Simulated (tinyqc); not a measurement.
# Worked calculation: internal photoemission over an interface barrier

tinyqc, about 0.01 s, one thread, Intel Xeon 2.30GHz (shared host): `OMP_NUM_THREADS=1 python tinyqc.py 2410005 2410006 out.jsonl` Printed values are rounded.

Electrons are excited from the valence band of a semiconductor over the barrier Phi(F) = P0 - sqrt(q F/(4 pi eps0 ei)), whose top lies at xm = sqrt(q/(16 pi eps0 ei F)). The yield is Y = A (hv - Phi)^p exp(-xm/l), with A = 1 here.

Inputs (values chosen for the exercise); dielectric values close to those of aluminium oxide: barrier at zero field P0 = 4.23 eV; image-force permittivity ei = 3.73; scattering length in the image well l = 3.5 nm; field in the dielectric F = 1.4 MV/cm.

Constants: q = 1.602176634e-19 C, h = 6.62607015e-34 J s, c = 299792458 m/s, eps0 = 8.8541878128e-14 F/cm where lengths are in cm. Results are converted to the units shown.

## Barrier in the field

Lowering P0 - Phi, barrier, position of its top, scattering factor and threshold wavelength.

lowering = 232.480 meV
Phi = 3.99752 eV
xm = 0.830286 nm
exp(-xm/l) = 0.788814
threshold wavelength h c/(q Phi) = 310.153 nm

## Threshold from a spectrum

| point | hv (eV) | Y |
|---|---|---|
| 0 | 4.15 | 0.002798 |
| 1 | 4.28 | 0.01767 |
| 2 | 4.41 | 0.05642 |
| 3 | 4.54 | 0.1293 |
| 4 | 4.67 | 0.2391 |
| 5 | 4.8 | 0.4016 |

The yields were made at this field with a scatter of 2 %. Fit Y^(1/n) on hv by least squares for n = 2 and n = 3; the zero of the line is the threshold.

| point | Y^(1/2) | Y^(1/3) |
|---|---|---|
| 0 | 0.0528961 | 0.140912 |
| 1 | 0.132929 | 0.260463 |
| 2 | 0.237529 | 0.383540 |
| 3 | 0.359583 | 0.505669 |
| 4 | 0.488979 | 0.620669 |
| 5 | 0.633719 | 0.737787 |

threshold for n = 2 = 4.12205 eV
threshold for n = 3 = 3.99523 eV

The right exponent, 3, gives 3.995 eV against Phi = 3.998 eV; the wrong one is off by 125 meV.
